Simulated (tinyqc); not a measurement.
Resistance of a source-drain extension with a graded tip: one step of the calculation.

y runs along the channel, the gate covers y > 0. The doping is N0 for y < y0 and N0 10^(-(y - y0)/la) beyond, uniform over the depth xj. Sheet conductance s(y) = q mu(N) max(N - Nch, 0) xj + (for y > 0) ma Cox Vo, with mu(N) = u0 + (u1 - u0)/(1 + (N/Nr)^au) and Cox = eps0 eox/tox. Current is taken as one-dimensional; depletion of the tip, spreading and the contact are left out. The metallurgical junction lies at yj, where N = Nch.

Problem. Resistance of the overlapped part. Midpoint rule on 8 equal steps from 0 to yj: R_ov = sum h/s(y), per width.

Parameters, values chosen for the exercise; mobility law close to that of electrons in silicon: relative permittivity of the gate insulator (close to silicon dioxide) eox = 3.9; insulator thickness tox = 2.1 nm; active doping of the extension far from the gate N0 = 2.3e20 cm^-3; lateral abruptness la = 1.7 nm/decade; position under the gate where the fall begins (gate edge at 0) y0 = 3.6 nm; depth of the extension xj = 24 nm; channel doping Nch = 7.6e17 cm^-3; gate overdrive Vo = 0.62 V; mobility of the gate-induced layer ma = 220 cm^2/(V s); mobility at low doping u1 = 1414 cm^2/(V s); mobility at high doping u0 = 68.5 cm^2/(V s); reference doping Nr = 9.2e16 cm^-3; exponent au = 0.711.

Constants: q = 1.602176634e-19 C, eps0 = 8.8541878128e-14 F/cm where lengths are in cm. Results are converted to the units shown.

Find: y; N; doped conductance; sheet resistance; R_ov.

Solution.

```
point	y (nm)	N (cm^-3)	doped conductance (uS)	sheet resistance (ohm/square)
0	0.4886	2.300e20	6492	148.9
1	1.466	2.300e20	6492	148.9
2	2.443	2.300e20	6492	148.9
3	3.420	2.300e20	6492	148.9
4	4.397	7.811e19	2366	386.1
5	5.375	2.079e19	742.7	1034
6	6.352	5.534e18	253.0	2095
7	7.329	1.473e18	63.86	3470
```

R_ov = 7.409 ohm um

tinyqc, about 0.03 s, one thread, Intel Xeon 2.30GHz (shared host): `OMP_NUM_THREADS=1 python tinyqc.py 2282184 2282185 out.jsonl`
